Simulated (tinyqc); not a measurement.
What moves the results: sp3s* tight binding. A value that a table varies takes the place of the one given here.

sp3s* tight binding, nearest neighbours only: anion (a) at 0, cation (c) at a/4 (1,1,1), orbitals s, px, py, pz, s* on each; k in units of 2 pi/a. With phases e_j = exp(i (pi/2) k.n_j) for n = (1,1,1), (1,-1,-1), (-1,1,-1), (-1,-1,1): g0 = (e1+e2+e3+e4)/4, g1 = (e1+e2-e3-e4)/4, g2 = (e1-e2+e3-e4)/4, g3 = (e1-e2-e3+e4)/4. The diagonal holds the levels Esa, Epa, Exa (s*) and Esc, Epc, Exc. Anion-cation block: <sa|sc> = Vss g0; <sa|xc> = Vsapc g1; <xa|sc> = -Vscpa g1; <xa|xc> = Vxx g0; <xa|yc> = <ya|xc> = Vxy g3, <xa|zc> = <za|xc> = Vxy g2, <ya|zc> = <za|yc> = Vxy g1; <s*a|xc> = Vxapc g1; <xa|s*c> = -Vpaxc g1; y and z take g2 and g3 in place of g1; s-s* and s*-s* vanish.

Parameters, chosen for this exercise (near a published set for Si, fitted to gaps, whose masses and valley positions are rough; not measured data): Esa = -4.184 eV (s level of the anion); Epa = 1.724 eV (p level of the anion); Esc = -4.184 eV (s level of the cation); Epc = 1.724 eV (p level of the cation); Exa = 6.693 eV (s* level of the anion); Exc = 6.693 eV (s* level of the cation); Vss = -8.242 eV (s-s); Vxx = 1.712 eV (px-px); Vxy = 4.542 eV (px-py); Vsapc = 5.699 eV (s anion, p cation); Vscpa = 5.699 eV (s cation, p anion); Vxapc = 5.36 eV (s* anion, p cation); Vpaxc = 5.36 eV (p anion, s* cation); eta = 2 (scaling exponent); D001 = 0.74 (ratio -ezz/exx).

## What the s* orbital does

The s* couplings Vxapc and Vpaxc are scaled by f; f = 0 is the plain sp3 model. Gaps from the top of the valence band at Gamma; the Delta value is the minimum on (x,0,0), 0.5 <= x <= 1.

Gaps (eV):

| f | Gamma | Delta | L | x of the minimum |
|---|---|---|---|---|
| 0.00 | 3.4240 | 4.0744 | 4.0015 | 0.500 |
| 0.25 | 3.4240 | 3.7880 | 3.8161 | 0.500 |
| 0.50 | 3.4240 | 3.1336 | 3.3983 | 0.560 |
| 0.75 | 3.4240 | 2.1839 | 2.9236 | 0.699 |
| 0.90 | 3.4240 | 1.5748 | 2.6473 | 0.724 |
| 1.00 | 3.4240 | 1.1684 | 2.4717 | 0.732 |
| 1.10 | 3.4240 | 0.7648 | 2.0777 | 0.737 |

The gap at Gamma stays, since g1 to g3 vanish there. From f = 0 to 1 the s* levels lower the Delta value by 2.906 eV and L by 1.530 eV. For f = 0 and 0.25 the least value lies at x = 0.5, the end of the range: any valley further out lies above that value until s* has lowered it enough. The lowest of the three is Gamma at f = 0 and the Delta line at f = 1.

## Hydrostatic strain (sp3s* tight binding, strained)

Strain e moves each bond vector to d = (1 + e) d0 (no internal displacement for the diagonal strains used here) and k is given in fractions of the strained reciprocal cell, so the phases stay. Two-centre values Vss_sigma = Vss/4, Vsp_sigma = sqrt3 V/4 for each s-p and s*-p pair, Vpp_sigma = (Vxx + 2 Vxy)/4, Vpp_pi = (Vxx - Vxy)/4 are scaled by (d0/d)^eta and combined with the new direction cosines; the levels on the diagonal stay.

exx = eyy = ezz = e. Gaps as measured from the top of the valence band; the deformation potentials are (gap(0.01) - gap(-0.01))/0.06.

Gaps (eV):

| e | Gamma | Delta | L | x of the minimum |
|---|---|---|---|---|
| -0.03 | 3.6391 | 1.1868 | 2.5275 | 0.722 |
| -0.02 | 3.5652 | 1.1809 | 2.5180 | 0.725 |
| -0.01 | 3.4935 | 1.1748 | 2.5083 | 0.729 |
| 0.00 | 3.4240 | 1.1684 | 2.4717 | 0.732 |
| 0.01 | 3.3565 | 1.1619 | 2.3697 | 0.736 |
| 0.02 | 3.2910 | 1.1552 | 2.2704 | 0.740 |
| 0.03 | 3.2274 | 1.1483 | 2.1738 | 0.743 |

gap deformation potentials (eV): Gamma -2.283, Delta -0.214, L -2.311

Per unit of volume strain the gaps move by -2.28 (Gamma), -0.21 (Delta) and -2.31 eV (L). The lowest valley stays the Delta line over the range. These potentials follow from the one exponent eta, which fitted models replace by one for each integral; with it the sizes are rough, the sign for Delta can be wrong (in Si, Ge and the III-V crystals measured values are small and positive), and the pressures at which valleys cross, and which valley takes over, are rough too. A gap of zero, where one is listed, marks an s level that has sunk below the valence top.

## Biaxial strain splits the top of the valence band (sp3s* tight binding, strained)

No spin-orbit coupling; k = 0; exx = eyy = e, ezz = -D001 e. The four bonds keep equal lengths, and the sums over them give Vxx(e) for px and py and Vzz(e) for pz; each level is the lower root of [[Epa, V], [V, Epc]], and the s level the upper root of the s block. The shear potential b follows from E(x,y) - E(z) = 3 b (exx - ezz), taken as the slope between e = -0.005 and 0.005.

Couplings and levels at Gamma (eV):

| e | ezz | Vxx(e) | Vzz(e) | E(x,y) | E(z) | E(x,y) - E(z) (meV) | upper s level |
|---|---|---|---|---|---|---|---|
| -0.020 | 0.0148 | 1.6320 | 1.9579 | 0.0920 | -0.2339 | 325.9 | 4.1959 |
| -0.010 | 0.0074 | 1.6728 | 1.8334 | 0.0512 | -0.1094 | 160.5 | 4.1271 |
| -0.005 | 0.0037 | 1.6926 | 1.7723 | 0.0314 | -0.0483 | 79.6 | 4.0926 |
| 0.005 | -0.0037 | 1.7309 | 1.6525 | -0.0069 | 0.0715 | -78.4 | 4.0234 |
| 0.010 | -0.0074 | 1.7495 | 1.5939 | -0.0255 | 0.1301 | -155.6 | 3.9887 |
| 0.020 | -0.0148 | 1.7853 | 1.4789 | -0.0613 | 0.2451 | -306.4 | 3.9191 |

b = -3.028 eV

Under tension in the plane (e > 0) the bonds tilt towards the plane, Vxx grows to 1.7495 and Vzz falls to 1.5939 eV at e = 0.01, and the pz state forms the top of the valence band, by 155.6 meV; under compression (e = -0.01) the px, py pair does, by 160.5 meV. The slope gives b = -3.03 eV, a rough value, since on-site strain terms are left out (measured values lie near -2 eV).

## What each parameter does

Gaps from the top of the valence band at Gamma; Delta is the minimum on (x,0,0), 0.5 <= x <= 1. A change on one sublattice alone makes the two atoms unequal. Each row changes one parameter from the base and keeps the others.

Results:

| case | Ev (eV) | gap Gamma (eV) | gap Delta (eV) | gap L (eV) |
|---|---|---|---|---|
| base | 0.0120 | 3.4240 | 1.1684 | 2.4717 |
| Epa = 2.024 eV | 0.1554 | 3.4371 | 1.0932 | 2.3346 |
| Vxy = 4.242 eV | 0.0120 | 3.4240 | 1.1684 | 2.3738 |
| Vxapc = 5.16 eV | 0.0120 | 3.4240 | 1.2420 | 2.4783 |
| Vpaxc = 5.56 eV | 0.0120 | 3.4240 | 1.0909 | 2.3791 |
| Exa = 6.993 eV | 0.0120 | 3.4240 | 1.2209 | 2.4782 |
| Vxx = 1.412 eV | 0.3120 | 2.8240 | 0.8084 | 2.1468 |

The largest shifts from the base row, up to three for each result and ties (the steps differ in size, so this ranks the rows, not the parameters). Ev (eV): Vxx +0.3000, Epa +0.1434; unchanged at the printed digits by Vxy, Vxapc, Vpaxc and Exa. gap Gamma (eV): Vxx -0.6000, Epa +0.0131; unchanged at the printed digits by Vxy, Vxapc, Vpaxc and Exa. gap Delta (eV): Vxx -0.3600, Vpaxc -0.0776, Epa -0.0752; unchanged at the printed digits by Vxy. gap L (eV): Vxx -0.3250, Epa -0.1372, Vxy -0.0979. Vxy, Vxapc, Vpaxc and Exa cannot move Ev or the gap at Gamma, whose blocks do not hold them; s parameters never move Ev, and move the gap only where the lowest empty level at Gamma is s-like.

Run: tinyqc, `OMP_NUM_THREADS=1 python tinyqc.py 1480263 1480264 out.jsonl`; Intel(R) Xeon(R) Processor @ 2.30GHz, one thread, shared host; about 0.07 s of CPU time with all checks.
